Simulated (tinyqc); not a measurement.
## Retention against time

Retention: filled traps are spread evenly in depth from E1 to E2, and each empties at the rate nu exp(-E/kB T). The share left is the mean of exp(-nu t exp(-E/kB T)) = [kB T/(E2 - E1)] [E1x(nu t exp(-E2/kB T)) - E1x(nu t exp(-E1/kB T))], E1x the exponential integral; traps shallower than about Ed = kB T ln(nu t) are empty.

Parameters, values chosen for the exercise: storage temperature T = 473 K; shallowest trap depth E1 = 0.9 eV; deepest trap depth E2 = 2.12 eV; attempt frequency nu = 1e13 1/s.

Constants: q = 1.602176634e-19 C, kB = 1.380649e-23 J/K, Vt = kB T/q. Results are converted to the units shown.

Result of one run:
```
t (s),Ed (eV),share left
1e8,1.971,0.1038
```

What becomes of these results when the time t is changed from 1e8 to 1e9 s, all else the same?

Result of the changed run:
```
t (s),Ed (eV),share left
1e9,2.065,0.03408
```

The whole series:
```
t (s),Ed (eV),share left
1,1.220,0.7183
100,1.408,0.5645
10000,1.596,0.4106
1e5,1.689,0.3337
1e6,1.783,0.2568
1e7,1.877,0.1799
1e8,1.971,0.1038
1e9,2.065,0.03408
```

The share left falls from 0.718 to 0.0341. Ed moves by 0.0939 eV a decade and reaches E1 at t = 3.89e-4 s; from then on the loss is linear in log t, 7.69 % a decade, until Ed comes within a few kB T of E2, which it reaches at 3.88e9 s.

Program tinyqc, `OMP_NUM_THREADS=1 python tinyqc.py 2130009 2130010 out.jsonl`; Intel Xeon 2.30GHz, shared host, one thread, about 0.04 s.
